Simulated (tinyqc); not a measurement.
Gap and mesh density: special k points of the bcc lattice.

Lattice vectors in units of a: a1 = (-1/2, 1/2, 1/2), a2 = (1/2, -1/2, 1/2), a3 = (1/2, 1/2, -1/2); reciprocal vectors b_i with a_i . b_j = 2 pi delta_ij. Mesh: k = sum_i f_i b_i with f_i = (2 j_i + shift)/(2 N), j_i = 0 .. N-1. The point group of the lattice has 48 operations; only those that map the mesh onto itself are used.

A_m(k) = sum over the m-th star of lattice vectors R of cos(k . R), stars in order of length: m = 1: |R|^2 = 0.75, 8 vectors, such as (1, 1, 1) in the basis a_i; m = 2: |R|^2 = 1, 6 vectors, such as (1, 1, 0) in the basis a_i; m = 3: |R|^2 = 2, 12 vectors, such as (2, 1, 1) in the basis a_i; m = 4: |R|^2 = 2.75, 24 vectors, such as (2, 2, 1) in the basis a_i; m = 5: |R|^2 = 3, 8 vectors, such as (2, 2, 2) in the basis a_i; m = 6: |R|^2 = 4, 6 vectors, such as (2, 2, 0) in the basis a_i. The zone mean of every A_m is zero.

Test function, the lower band of a two-band insulator: E(k) = -sqrt(D^2 + (e0 - t A_1(k))^2).

Parameters, chosen for this exercise (out of a larger set: the lattice of W; not measured data): t = 0.32 eV (coupling); e0 = 0.73 eV (offset).

D takes the values listed; errors against the unshifted mesh with N = 30, for unshifted meshes.

Errors (meV):
```
D (eV)  reference (eV)     N = 2    N = 4   N = 6   N = 8
0.2            -0.9933  -216.515  -24.861  -1.461   1.738
0.4            -1.0736  -199.180  -13.520  -0.883   0.426
0.8            -1.3117  -173.392   -3.056  -0.223   0.009
1.5            -1.8538  -145.109    0.018  -0.014  -0.001
2.5            -2.7409  -116.162    0.163   0.000   0.000
4.0            -4.1604   -86.407    0.080   0.000   0.000
```

What does the comparison show, and why?

The first listed N from which the error stays below 0.5 meV is none for D = 0.2, 8 for D = 0.4, 6 for D = 0.8, 4 for D = 1.5, 4 for D = 2.5, 4 for D = 4 eV. A larger D makes the function smoother, so its Fourier coefficients fall faster with |R|; single entries change sign along a column, so a small error on one coarse mesh can be a cancellation.

Program tinyqc; command `OMP_NUM_THREADS=1 python tinyqc.py 1680115 1680116 out.jsonl`; about 0.1 s on one thread of a shared Intel(R) Xeon(R) Processor @ 2.30GHz.
